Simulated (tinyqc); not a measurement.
ESD clamp with bipolar snapback, compact model and design window: effect of the current gain of the parasitic npn.

The drain junction multiplies the current that enters it: Igen = (M - 1)(Ic + I0), M = 1/(1 - (Vj/BV)^n). The generated holes leave through the substrate resistance and the base of the parasitic npn: Igen = Vb/Rb + Ic/be, Ic = Is exp(Vb/Vt). Terminal current I = Ic + I0 + Igen and voltage V = Vj + I Ro, per width. Isothermal, constant gain.

For given Vb: Ic, Igen, M = 1 + Igen/(Ic + I0), Vj = BV (1 - 1/M)^(1/n), I and V. Vt1 is the maximum of V along the curve, Vh the following minimum, Vt2 the voltage at I = It2. It1 and Ih are the currents at Vt1 and Vh.

Inputs (values chosen for the exercise); values close to those of grounded-gate n-channel clamps:
- T = 300 K (temperature)
- BV = 8.4 V (junction breakdown voltage)
- n = 3.4 (exponent of the multiplication)
- Is = 3.6e-17 A/um (saturation current)
- I0 = 2.4e-12 A/um (junction leakage)
- Rb = 6100 ohm um (substrate resistance)
- Ro = 500 ohm um (drain ballast and contact resistance)
- It2 = 10.2 mA/um (failure current for 100 ns)

Constants: q = 1.602176634e-19 C, kB = 1.380649e-23 J/K, Vt = kB T/q. Results are converted to the units shown.

Effect of the current gain of the parasitic npn:
```
be   Vt1 (V)  It1 (uA/um)  Vh (V)  Ih (uA/um)  Vt2 (V)  Vt2 - Vt1 (V)
1      8.444        91.68   7.541       654.6    11.98          3.534
1.7    8.444        91.61   7.130       806.1    11.41          2.971
2.9    8.443        91.56   6.682       974.2    10.79          2.350
4.9    8.443        91.54   6.251        1150    10.18          1.737
8.2    8.443        91.52   5.873        1325    9.613          1.170
14     8.443        91.51   5.548        1503    9.090         0.6460
24     8.443        91.51   5.297        1665    8.645         0.2020
40     8.443        91.50   5.124        1796    8.307        -0.1364
```

As be goes from 1 to 40, Vt1 stays near 8.44 V, It1 stays near 91.6 uA/um, Vh falls from 7.54 to 5.12 V and Vt2 falls from 12.0 to 8.31 V. Vt2 exceeds Vt1, the condition for all fingers to turn on, in 7 of the 8 rows. A higher gain needs less multiplication to hold, so Vh falls.

Numbers from tinyqc (`OMP_NUM_THREADS=1 python tinyqc.py 2670066 2670067 out.jsonl`; about 0.01 s on one thread of a shared Intel Xeon 2.30GHz).
